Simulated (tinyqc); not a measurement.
# A stack of flat layers between unequal leads with mass mismatch, transfer matrices: what changes with what

One electron of energy E comes from the left lead (band edge 0); no transverse momentum. Parabolic bands, masses in units of m0, C = hbar^2/(2 m0); psi and psi'/m are continuous at every interface. The layers follow each other from left to right, then the right lead.

Values chosen for this exercise; masses and band edges of a made-up stack:
- mL = 0.089 m0 (mass in the left lead)
- U = [-0.02, 0.2, 0.06] eV (band edges of the layers, left to right)
- m = [0.099, 0.096, 0.11] m0 (masses of the layers)
- d = [1.1, 2.5, 0.8] nm (widths of the layers)
- UR = -0.02 eV (band edge of the right lead)
- mR = 0.1 m0 (mass in the right lead)
- E = 0.408 eV (electron energy)

Constants: q = 1.602176634e-19 C, hbar = 1.054571817e-34 J s, m0 = 9.1093837015e-31 kg, hbar^2/(2 m0) = 0.0380998212 eV nm^2. Results are converted to the units shown.

Each table varies one quantity; the others keep the values above.

## Effect of the right lead

For the pair (psi, psi'/m) a flat layer has M = [[cos kd, (m/k) sin kd], [-(k/m) sin kd, cos kd]] with k = sqrt(m (E - U)/C) above its edge U, and M = [[cosh Kd, (m/K) sinh Kd], [(K/m) sinh Kd, cosh Kd]] with K = sqrt(m (U - E)/C) below it. The matrices are multiplied with later layers to the left. With M acting on (psi, psi'/m) and v = k/m in each lead, T(E) = 4 vL vR/[(vL vR M12 - M21)^2 + (vR M11 + vL M22)^2]. The layers inside are not moved.

Result of one run:

| UR (eV) | vR (1/nm) | T(E) | bare step 4 vL vR/(vL + vR)^2 |
|---|---|---|---|
| -0.205 | 12.68 | 0.9408 | 0.9947 |

What becomes of these results when the band edge of the right lead UR is changed from -0.205 to -0.109 eV, all else the same?

Result of the changed run:

| UR (eV) | vR (1/nm) | T(E) | bare step 4 vL vR/(vL + vR)^2 |
|---|---|---|---|
| -0.109 | 11.65 | 0.9459 | 0.9991 |

The whole series:

| UR (eV) | vR (1/nm) | T(E) | bare step 4 vL vR/(vL + vR)^2 |
|---|---|---|---|
| -0.3 | 13.63 | 0.9338 | 0.9883 |
| -0.205 | 12.68 | 0.9408 | 0.9947 |
| -0.109 | 11.65 | 0.9459 | 0.9991 |
| -0.014 | 10.52 | 0.9473 | 0.9996 |
| 0.081 | 9.264 | 0.9417 | 0.9929 |
| 0.177 | 7.787 | 0.9215 | 0.9712 |
| 0.272 | 5.975 | 0.8657 | 0.9131 |
| 0.367 | 3.280 | 0.6679 | 0.7089 |

T(E) goes from 0.934 through a maximum of 0.947 (at UR = -0.014 eV among the rows listed) to 0.668, while the bare step between the leads goes from 0.988 through a maximum of 1.00 (at UR = -0.014 eV among the rows listed) to 0.709 (it is 1 where vR equals vL = 11.0 1/nm). The largest T(E) among the rows, 0.9473, is at UR = -0.014 eV.

## Transmission against energy

Same model as above.

The last column is exp(-2 sum K d) over the layers with U > E.

Transmission against energy:

| E (eV) | T(E) | exp(-2 sum K d) |
|---|---|---|
| 0.024 | 0.056035 | 0.021376 |
| 0.071 | 0.14949 | 0.057809 |
| 0.118 | 0.26208 | 0.10303 |
| 0.165 | 0.39497 | 0.22654 |
| 0.212 | 0.53924 | 1.0000 |
| 0.259 | 0.67851 | 1.0000 |
| 0.305 | 0.79405 | 1.0000 |
| 0.352 | 0.88185 | 1.0000 |
| 0.399 | 0.93933 | 1.0000 |
| 0.446 | 0.97272 | 1.0000 |
| 0.493 | 0.98978 | 1.0000 |
| 0.54 | 0.99704 | 1.0000 |

T(E) runs from 0.0560 at 0.024 eV to 0.997 at 0.54 eV; among the rows its largest value is 0.997 at 0.54 eV.

tinyqc, about 0.01 s, one thread, Intel Xeon 2.30GHz (shared host): `OMP_NUM_THREADS=1 python tinyqc.py 2560012 2560013 out.jsonl`
